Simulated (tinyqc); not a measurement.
A spin-degenerate level with charging energy between two leads, rate equations: two steps of the calculation.

States 0, up, down and 2 with energies 0, e1 - Ez/2, e1 + Ez/2 and 2 e1 + U. mu_L = +V/2, mu_R = -V/2 (meV), f(x) = 1/(1 + exp(x/kB T)). A transition that adds one electron of given spin at the energy E has the rate G f(E - mu) from each lead, and its reverse G [1 - f(E - mu)]. I counts electrons leaving the left lead, times q.

Inputs (values chosen for the exercise):
- GL = 5 1/ns (tunnel rate to the left lead)
- GR = 0.092 1/ns (tunnel rate to the right lead)

Constants: q = 1.602176634e-19 C. Results are converted to the units shown.

Task 1. Rate matrix. dp/dt = W p; W_ji is the rate from state i to j, and each column sums to zero.

| transition | fL | fR |
|---|---|---|
| 0-up | 1.0000000 | 0.35888061 |
| 0-down | 1.0000000 | 0.00118178 |
| up-2 | 0.5990948 | 0.00000000 |
| down-2 | 0.9985875 | 0.00000000 |

Find: W.

Result 1.

W (1/ns):

|  | 0 | up | down | 2 |
|---|---|---|---|---|
| 0 | -10.033 | 0.059 | 0.092 | 0.000 |
| up | 5.033 | -3.054 | 0.000 | 2.097 |
| down | 5.000 | 0.000 | -5.085 | 0.099 |
| 2 | 0.000 | 2.995 | 4.993 | -2.196 |

Task 2. Steady state and current. Steady state: W p = 0 with sum p = 1. I = q GL sum over transitions i-j of [fL p_i - (1 - fL) p_j].

W (1/ns):

|  | 0 | up | down | 2 |
|---|---|---|---|---|
| 0 | -10.033126 | 0.058983 | 0.091891 | 0.000000 |
| up | 5.033017 | -3.054457 | 0.000000 | 2.096526 |
| down | 5.000109 | 0.000000 | -5.084829 | 0.099062 |
| 2 | 0.000000 | 2.995474 | 4.992938 | -2.195588 |

fL, transition 0-up to down-2: [1.0000000, 1.0000000, 0.5990948, 0.9985875]

Wanted: p; mean number of electrons; I.

Result 2.

p: 0 0.0025, up 0.4028, down 0.0138, 2 0.5809
mean number of electrons = 1.578
I = 21.12 pA

In units of q GL GR/(GL + GR) = 14.5 pA the current is 1.46; two independent spin channels fully inside the bias window would give 2.

Range of the model: Rate equations need hbar G well below kB T; cotunnelling and the Kondo effect are left out.

Program tinyqc, `OMP_NUM_THREADS=1 python tinyqc.py 2780111 2780112 out.jsonl`; Intel Xeon 2.30GHz, shared host, one thread, about 0.01 s.
